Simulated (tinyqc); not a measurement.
## n-type polysilicon, carrier trapping at grain boundaries: effect of the doping

One-dimensional grains of size Lg, uniform ionised doping N, monovalent traps Qt at each boundary at a depth Et below (for electrons) or above (for holes) the band edge there, abrupt depletion of width W on each side of a boundary, Boltzmann statistics. xi is the distance from the band edge at the grain centre to the Fermi level. Trapped charge Qt/(1 + exp((xi + VB - Et)/Vt)) = 2 N W, barrier VB = q N W^2/(2 eps0 eps_r).

If the trap equation with xi = Vt ln(NB/N) has a root W < Lg/2, the grain is partly depleted; otherwise W = Lg/2 and the trap equation gives xi = Et - VB + Vt ln(Qt/(N Lg) - 1). N* = Qt/Lg. n0 = NB exp(-xi/Vt); mean density n0 (1 - 2 W/Lg) by charge balance in a partly depleted grain, and n0 (sqrt(pi)/2) erf(u)/u with u = sqrt(VB/Vt) in a fully depleted one; v = sqrt(kB T/(2 pi ms m0)); barrier resistivity Vt exp(VB/Vt)/(q fe n0 v Lg); grain resistivity (1 - 2 W/Lg)/(q n0 mug); effective mobility 1/(q mean density total resistivity). Rows with xi above 0.45 V, towards mid-gap, are left out, since the other carrier type is ignored.

Values chosen for this exercise; values of the order met in polycrystalline silicon: temperature T = 350 K; relative permittivity eps_r = 11.7; conduction-band density of states at T NB = 3.53e19 cm^-3; grain size Lg = 270 nm; trap density of a grain boundary Qt = 7.3e11 cm^-2; depth of the trap level from the majority band edge at the boundary Et = 0.37 eV; mass for thermionic emission ms = 0.45 m0; correction factor of the emission rate fe = 0.5; mobility inside the grains mug = 89 cm^2/(V s).

Constants: q = 1.602176634e-19 C, kB = 1.380649e-23 J/K, m0 = 9.1093837015e-31 kg, Vt = kB T/q, eps0 = 8.8541878128e-14 F/cm where lengths are in cm. Results are converted to the units shown.

Results:

| N (cm^-3) | N/N* | depleted share 2 W/Lg | VB (V) | xi (V) | mean density (cm^-3) | resistivity (ohm cm) | effective mobility (cm^2/(V s)) |
|---|---|---|---|---|---|---|---|
| 1.4e15 | 0.05178 | 1.000 | 0.01973 | 0.4380 | 1.427e13 | 355.2 | 1231 |
| 2.8e15 | 0.1036 | 1.000 | 0.03946 | 0.3956 | 4.915e13 | 167.9 | 756.3 |
| 6e15 | 0.2219 | 1.000 | 0.08456 | 0.3233 | 4.061e14 | 68.01 | 226.0 |
| 1.3e16 | 0.4808 | 0.8774 | 0.1410 | 0.2385 | 1.594e15 | 27.25 | 143.7 |
| 2.6e16 | 0.9616 | 0.6197 | 0.1407 | 0.2176 | 9.888e15 | 14.18 | 44.52 |
| 5.5e16 | 2.034 | 0.4063 | 0.1280 | 0.1950 | 3.265e16 | 4.829 | 39.58 |
| 1.2e17 | 4.438 | 0.2206 | 0.08233 | 0.1714 | 9.352e16 | 0.8666 | 77.01 |
| 2.4e17 | 8.877 | 0.1123 | 0.04268 | 0.1505 | 2.130e17 | 0.3146 | 93.12 |
| 1.1e18 | 40.68 | 0.02457 | 0.009362 | 0.1046 | 1.073e18 | 0.06618 | 87.90 |

Estimate the missing row, N = 5.1e17 cm^-3.

Computed row:

| N (cm^-3) | N/N* | depleted share 2 W/Lg | VB (V) | xi (V) | mean density (cm^-3) | resistivity (ohm cm) | effective mobility (cm^2/(V s)) |
|---|---|---|---|---|---|---|---|
| 5.1e17 | 18.86 | 0.05298 | 0.02017 | 0.1278 | 4.830e17 | 0.1425 | 90.66 |

With this row back in the table: As N goes from 1.4e15 to 1.1e18, VB goes from 0.0197 through a maximum of 0.141 (at N = 1.3e16 among the rows listed) to 0.00936 V, the resistivity falls from 355 to 0.0662 ohm cm and the effective mobility moves up and down between 39.6 and 1230 cm^2/(V s). The steepest fall of the resistivity among the rows, as N^(-2.2), lies between N = 5.5e16 and 1.2e17 cm^-3; N* = 2.70e16 cm^-3. While the grain is fully depleted VB grows as N; once the traps are full it falls as 1/N. For N = 1.4e15, 5.1e17, 1.1e18 VB is below Vt, where abrupt depletion and thermionic emission are rough. For N = 6e15, 1.3e16 the grain is near the changeover between partial and full depletion, within a few Debye lengths, where both limits are rough. For N = 1.4e15, 2.8e15, 6e15, 1.3e16, 2.4e17, 5.1e17 the effective mobility exceeds mug, since drift through the depleted part of the grain is left out.

Program tinyqc, `OMP_NUM_THREADS=1 python tinyqc.py 2830015 2830016 out.jsonl`; Intel Xeon 2.30GHz, shared host, one thread, about 0.01 s.
